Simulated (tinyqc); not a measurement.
Inputs raised by 2 %, one at a time: Landau-Devonshire theory of a uniaxial ferroelectric. Computed by tinyqc, a small Python program. Command: `OMP_NUM_THREADS=1 python tinyqc.py 3009962 3009963 out.jsonl ferro sens`. One thread of a shared host (Intel(R) Xeon(R) Processor @ 2.30GHz), about 0.02 s of CPU time with the checks.

G(P) = (alpha/2) P^2 + (beta*/4) P^4 + (gamma/6) P^6 - E P per volume, SI units, one domain, P along the polar axis, which is normal to the film.

Inputs (values chosen for the exercise, for a model ferroelectric):

| quantity | value | unit |
|---|---|---|
| alpha_0 | 1.97e+06 | J m/(C^2 K) |
| Curie-Weiss temperature T0 | 870 | K |
| beta | -3.06e+09 | J m^5/C^4 |
| gamma | 4.01e+10 | J m^9/C^6 |
| temperature T | 395 | K |
| misfit strain u_m | -0.006 | - |
| electrostriction Q12 | -0.046 | m^4/C^2 |
| compliance s11 + s12 | 3.2e-12 | m^2/N |
| film thickness d | 3 | nm |
| screening length lambda | 0.0031 | nm |
| background permittivity eps_b | 10 | - |
| gradient coefficient g | 2.3e-11 | J m^3/C^2 |

Sample: epitaxial film.

Constants: eps_0 = 8.8541878128e-12 F/m.

Method:
- alpha = alpha_0 (T - T0*), with clamping: T0* = T0 + 4 Q12 u_m/(alpha_0 (s11 + s12)), beta* = beta + 4 Q12^2/(s11 + s12).
- Ps^2 = [-beta* + sqrt(beta*^2 - 4 alpha gamma)]/(2 gamma).
- chi = 1/(eps_0 G''), G'' = alpha + 3 beta* P^2 + 5 gamma P^4 at Ps. Ps, chi and the coercive field are for perfect screening, without a depolarising field. The intrinsic coercive field is |alpha P + beta* P^3 + gamma P^5| at the P_c where G'' = 0. 1 C/m^2 = 100 microcoulomb/cm^2.
- With the term (g/2) (dP/dx)^2, (g/2) P'^2 = G(P) - G(Ps) across the wall: energy = int_(-Ps)^(Ps) sqrt(2 g [G(P) - G(Ps)]) dP (40 Gauss-Legendre points); width = 2 Ps over the slope at P = 0, sqrt(2 |G(Ps)|/g). Elastic coupling inside the wall is left out.
- Between shorted electrodes with screening length lambda each, the depolarising field is -k P, k = 2 lambda/(eps_0 (d + 2 lambda eps_b)), so alpha turns into alpha + k.
- The polar state is the lowest uniform state while alpha + k < 0 (beta* > 0) or < 3 beta*^2/(16 gamma) (beta* < 0); setting the equality gives the critical thickness d_c.

Runs:

| input moved | from | to | wall energy (mJ/m^2) | wall width (nm) | critical thickness d_c (nm) | well depth G(Ps) (MJ/m^3) |
|---|---|---|---|---|---|---|
| base run | - | - | 36.35 | 0.3258 | 0.4844 | -79.71 |
| Curie-Weiss temperature T0 (K) | 870 | 887.4 | 37.30 | 0.3216 | 0.4702 | -82.88 |
| beta (J m^5/C^4) | -3060000000 | -3121200000 | 36.55 | 0.3255 | 0.4843 | -80.23 |
| gamma (J m^9/C^6) | 4.01e+10 | 4.0902e+10 | 35.98 | 0.3259 | 0.4844 | -78.89 |
| temperature T (K) | 395 | 402.9 | 35.91 | 0.3278 | 0.4911 | -78.28 |
| electrostriction Q12 (m^4/C^2) | -0.046 | -0.04692 | 36.18 | 0.3256 | 0.4816 | -79.44 |
| compliance s11 + s12 (m^2/N) | 3.2e-12 | 3.264e-12 | 36.33 | 0.3264 | 0.4872 | -79.52 |
| gradient coefficient g (J m^3/C^2) | 2.3e-11 | 2.346e-11 | 36.71 | 0.3291 | 0.4844 | -79.71 |

Exponents ln(y'/y) / ln(x'/x):

| input | wall energy | wall width | critical thickness d_c | well depth G(Ps) |
|---|---|---|---|---|
| Curie-Weiss temperature T0 | 1.308 | -0.662 | -1.506 | 1.971 |
| beta | 0.286 | -0.056 | -0.011 | 0.328 |
| gamma | -0.519 | 0.004 | 0.001 | -0.522 |
| temperature T | -0.605 | 0.306 | 0.695 | -0.912 |
| electrostriction Q12 | -0.232 | -0.037 | -0.290 | -0.169 |
| compliance s11 + s12 | -0.019 | 0.085 | 0.292 | -0.116 |
| gradient coefficient g | 0.500 | 0.500 | 0.000 | 0.000 |

Among the inputs moved here: wall energy answers most in size to Curie-Weiss temperature T0 (exponent +1.308), next to temperature T (-0.605). Its exponent +0.500 in gradient coefficient g: wall energy scales as sqrt(g). Wall width answers most in size to Curie-Weiss temperature T0 (exponent -0.662), next to gradient coefficient g (+0.500). Its exponent +0.500 in gradient coefficient g: wall width scales as sqrt(g). Critical thickness d_c answers most in size to Curie-Weiss temperature T0 (exponent -1.506), next to temperature T (+0.695); its exponent is below 0.0005 for gradient coefficient g. Well depth G(Ps) answers most in size to Curie-Weiss temperature T0 (exponent +1.971), next to temperature T (-0.912); its exponent is below 0.0005 for gradient coefficient g.

Caution (all rows): far below T0* the expansion with linear alpha(T) is only a fit. Caution (all rows): a wall under 0.8 nm, some two lattice spacings, wide is outside the continuum picture. Caution (all rows): a critical thickness of a few unit cells is outside the continuum theory.
